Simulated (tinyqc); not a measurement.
Surface orientation and number of bands: six-band hole subbands of a thin body in a field.

Basis X, Y, Z times spin, hole energies counted downwards from the unstrained edge (the hydrostatic shift is left out), c = hbar^2/2m0. For a symmetric tensor T let C(T) have C_XX = L Txx + M (Tyy + Tzz), C_XY = N Txy (cyclic), L = c (g1 + 4 g2), M = c (g1 - 2 g2), N = 6 c g3. k = q + kz n, n the unit normal, q = k1 u + k2 v with u along the channel [1-10] and v = n x u. H = C(k k^T) + (Dso/3)(1 - L.sigma) - B + e F z with (L_k)_ij = -i epsilon_kij; B is the block C built from the traceless strain with 2b, -b and sqrt(3) d in place of L, M, N. Strain: exx = eyy = (s11 + s12) sx/2, ezz = s12 sx, exy = -s44 sx/4. Hard walls at z = 0 and t; basis sin(j pi z/t), j = 1 to Nz: kz^2 = (j pi/t)^2, kz = -i D with D_jl = 4 j l/(t (j^2 - l^2)), z_jj = t/2 and z_jl = -8 t j l/(pi (j^2 - l^2))^2 for j + l odd; 1 MV/cm = 0.01 eV/angstrom.

Nz = 14. E1 is the top subband at q = 0, gap the distance to the next pair, and the masses are c q^2/(E(q) - E1) at |q| = 0.02 1/angstrom (mean of the spin pair) along the channel [1-10] and across it in the plane; a dash marks a band that does not rise.

Constants: hbar^2/2m0 = 3.80998211 eV angstrom^2.

Values chosen for the exercise (near those of a p-type Si channel; not measured data):

| symbol | value | unit | meaning |
|---|---|---|---|
| g1 | 4.3 |  | Luttinger gamma1 |
| g2 | 0.34 |  | gamma2 |
| g3 | 1.45 |  | gamma3 |
| Dso | 0.044 | eV | spin-orbit splitting |
| b | -2.14 | eV | tetragonal potential |
| d | -4.87 | eV | trigonal potential |
| S | (7.59, -2.12, 12.42) | 1/TPa | compliances s11, s12, s44 |
| t | 50 | angstrom | body thickness |
| F | 0.5 | MV/cm | field across the body |
| sx | 1 | GPa | stress along the channel [1-10], negative in compression |

Three faces, six bands; and four bands, with Dso set to 1000 eV.

Cases:

| case |
|---|
| (001) 6 bands |
| (001) 4 bands |
| (110) 6 bands |
| (110) 4 bands |
| (111) 6 bands |
| (111) 4 bands |

Rank the cases by E1 (meV), lowest first.

Answer: (111) 6 bands, (110) 6 bands, (111) 4 bands, (110) 4 bands, (001) 6 bands, (001) 4 bands.

Results:

| case | E1 (meV) | gap (meV) | m channel | m across |
|---|---|---|---|---|
| (001) 6 bands | 159.1 | 31.2 | 2.918 | 0.203 |
| (001) 4 bands | 164.1 | 30.3 | 1.794 | 0.182 |
| (110) 6 bands | 118.7 | 38.7 | 0.120 | 0.278 |
| (110) 4 bands | 140.8 | 68.6 | 0.160 | 0.292 |
| (111) 6 bands | 110.8 | 60.9 | 0.592 | 0.155 |
| (111) 4 bands | 125.8 | 89.0 | 0.215 | 0.174 |

With six bands the top subband is shallowest on (111) (110.8 meV) and deepest on (001). Without the stress E1 would be 167.5, 83.5 and 119.5 meV, so the stress moves it by -8.4, 35.2 and -8.7 meV. The lightest channel mass is on (110) (0.120 m0). Dropping the split-off band moves E1 by 5.0, 22.1 and 15.0 meV and the gap by -0.9, 29.8 and 28.1 meV on the three faces, with Dso = 44 meV.

Program tinyqc; command `OMP_NUM_THREADS=1 python tinyqc.py 1250884 1250885 out.jsonl`; about 0.5 s on one thread of a shared Intel(R) Xeon(R) Processor @ 2.30GHz.
